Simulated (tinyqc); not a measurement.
What moves the results: two-band k.p model of the Delta valleys near the X point under shear strain. A value that a table varies takes the place of the one given here.

Valley pair on the [001] axis, kz counted from the X point, c = hbar^2/2m0, k0 = kx0 2 pi/a. H = (c kz^2/ml + c (kx^2 + ky^2)/mt + c k0^2/ml) 1 + (2 c k0 kz/ml) sigma_z + (D exy - 2 c kx ky/Mp) sigma_x, so E = c kz^2/ml + c (kx^2 + ky^2)/mt + c k0^2/ml -/+ sqrt((2 c k0 kz/ml)^2 + (D exy - 2 c kx ky/Mp)^2). Without strain the lower band has its minima, E = 0, at kz = +/- k0. Shifts from diagonal strain are left out.

For |eta| < 1: k_min = k0 sqrt(1 - eta^2), E_min = -Delta eta^2/2, ml(eta) = ml/(1 - eta^2), 1/m[110] = 1/mt + eta/Mp, 1/m[1-10] = 1/mt - eta/Mp. For |eta| > 1 the minimum sits at X: E_min = -Delta (2 |eta| - 1)/2, ml(eta) = ml/(1 - 1/|eta|), and eta is replaced by its sign in the transverse masses. Here Delta = 2 c k0^2/ml and eta = D exy/Delta.

s11 = (C11 + C12)/((C11 - C12)(C11 + 2 C12)), s12 = -C12/((C11 - C12)(C11 + 2 C12)), s44 = 1/C44; exx = s11 sxx + s12 (syy + szz) and cyclic, exy = s44 sxy/2; tension is positive. A uniaxial stress X along the unit vector n is s_ij = X n_i n_j.

Constants: hbar^2/2m0 = 3.80998211 eV angstrom^2; kB = 8.617333262e-05 eV/K.

Parameters, chosen for this exercise (near those of Si; shifted at random, so the results belong to these values and not to a real crystal): a = 5.417 angstrom (lattice constant); ml = 0.919 m0 (longitudinal mass); mt = 0.201 m0 (transverse mass); kx0 = 0.156 2 pi/a (distance of the minimum from X); D = 13.9 eV (shear deformation potential); Mp = 0.243 m0 (coupling mass); C11 = 166.8 GPa; C12 = 64.4 GPa; C44 = 78.5 GPa; Xu = 9.48 eV (uniaxial potential); T = 400 K (temperature); exy = 0.0018 (shear strain).

## Sweep of the shear strain

Delta = 2 c k0^2/ml, eta = D exy/Delta.

The minimum:

| exy | eta | k_min/k0 | E_min (meV) | ml(eta) | m[110] | m[1-10] | density-of-states mass |
|---|---|---|---|---|---|---|---|
| 0.0000 | 0.000 | 1.000 | 0.0 | 0.919 | 0.2010 | 0.2010 | 0.334 |
| 0.0020 | 0.102 | 0.995 | -1.4 | 0.929 | 0.1853 | 0.2196 | 0.336 |
| 0.0049 | 0.251 | 0.968 | -8.5 | 0.981 | 0.1665 | 0.2536 | 0.346 |
| 0.0098 | 0.502 | 0.865 | -34.2 | 1.228 | 0.1420 | 0.3436 | 0.391 |
| 0.0146 | 0.748 | 0.664 | -75.9 | 2.083 | 0.1242 | 0.5266 | 0.515 |
| 0.0176 | 0.901 | 0.434 | -110.2 | 4.890 | 0.1152 | 0.7895 | 0.763 |
| 0.0234 | 1.198 | 0.000 | -189.5 | 5.557 | 0.1100 | 1.1629 | 0.893 |
| 0.0312 | 1.597 | 0.000 | -297.9 | 2.457 | 0.1100 | 1.1629 | 0.680 |

What does this show?

The valleys reach X at eta = 1, that is exy = 0.0195. The shift is quadratic up to eta = 1 (-8.5 meV at eta = 0.25, -34.2 meV at 0.50) and linear beyond, while 1/m[110] rises linearly, taking m[110] from 0.201 to its floor 0.1100, a gain of 83 % in 1/m. ml(eta) diverges at eta = 1; the largest value listed is 5.56. A deformation-potential model with fixed masses misses all of this.

## Tension along [110]: repopulation and mass change

The z valleys move against the x and y valleys by Xu (ezz - exx) and, through the shear, by E_min. Share of the z valleys n = w/(w + 2 exp(dE/kT)), dE the total relative shift, w = sqrt(ml(eta) m[110] m[1-10]/(ml mt^2)). Along [110]: 1/m_c = n/m[110] + (1 - n)(1/ml + 1/mt)/2. Fixed masses means E_min = 0, w = 1, m[110] = mt. Gains are against 3/(1/ml + 2/mt) at a fixed scattering time.

Results:

| X (GPa) | Xu (ezz - exx) (meV) | E_min (meV) | m[110] | m_c fixed masses | m_c with shear | gain fixed (%) | gain with shear (%) |
|---|---|---|---|---|---|---|---|
| 0.00 | 0.0 | 0.0 | 0.2010 | 0.2718 | 0.2718 | 0.0 | 0.0 |
| 0.25 | -11.6 | -0.2 | 0.1944 | 0.2610 | 0.2561 | 4.1 | 6.1 |
| 0.50 | -23.1 | -0.9 | 0.1883 | 0.2504 | 0.2394 | 8.5 | 13.5 |
| 1.00 | -46.3 | -3.6 | 0.1771 | 0.2321 | 0.2074 | 17.1 | 31.1 |
| 1.50 | -69.4 | -8.1 | 0.1672 | 0.2190 | 0.1822 | 24.1 | 49.2 |
| 2.00 | -92.6 | -14.4 | 0.1583 | 0.2109 | 0.1648 | 28.9 | 64.9 |
| 3.00 | -138.9 | -32.5 | 0.1431 | 0.2037 | 0.1440 | 33.4 | 88.7 |

How do the results move?

At 1 GPa repopulation alone gives 17.1 % and the shear terms raise it to 31.1 %. From 2 to 3 GPa the fixed-mass gain grows by 4.5 points, towards its ceiling of 35.2 % when all electrons sit in the z valleys, whereas the gain with shear grows by 23.8 points because m[110] keeps falling.

## What each parameter does

Delta = 2 c k0^2/ml, eta = D exy/Delta. Each row changes one parameter from the base and keeps the others.

Results:

| case | eta | E_min (meV) | ml(eta) (m0) | m[110] (m0) | m[1-10] (m0) |
|---|---|---|---|---|---|
| base | 0.0922 | -1.15 | 0.9269 | 0.1868 | 0.2176 |
| ml = 0.98333 m0 | 0.0986 | -1.23 | 0.9930 | 0.1858 | 0.2189 |
| mt = 0.18693 m0 | 0.0922 | -1.15 | 0.9269 | 0.1746 | 0.2012 |
| kx0 = 0.14508 2 pi/a | 0.1066 | -1.33 | 0.9296 | 0.1847 | 0.2204 |
| D = 14.873 eV | 0.0986 | -1.32 | 0.9280 | 0.1858 | 0.2189 |
| Mp = 0.22599 m0 | 0.0922 | -1.15 | 0.9269 | 0.1858 | 0.2189 |
| exy = 0.00193 | 0.0988 | -1.33 | 0.9281 | 0.1858 | 0.2189 |

What can be read from the table?

The largest shifts from the base row, up to three for each result and ties (the steps differ in size, so this ranks the rows, not the parameters). eta: kx0 +0.0144, exy +0.0067, ml +0.0065, D +0.0065; unchanged at the printed digits by mt and Mp. E_min (meV): kx0 -0.18, exy -0.17, D -0.17; unchanged at the printed digits by mt and Mp. ml(eta) (m0): ml +0.0661, kx0 +0.0027, exy +0.0012, D +0.0012; unchanged at the printed digits by mt and Mp. m[110] (m0): mt -0.0122, kx0 -0.0020, Mp -0.0010, exy -0.0010. m[1-10] (m0): mt -0.0164, kx0 +0.0028, Mp +0.0014.

Run: tinyqc, `OMP_NUM_THREADS=1 python tinyqc.py 1080453 1080454 out.jsonl`; Intel(R) Xeon(R) Processor @ 2.30GHz, one thread, shared host; about 0.01 s of CPU time with all checks.
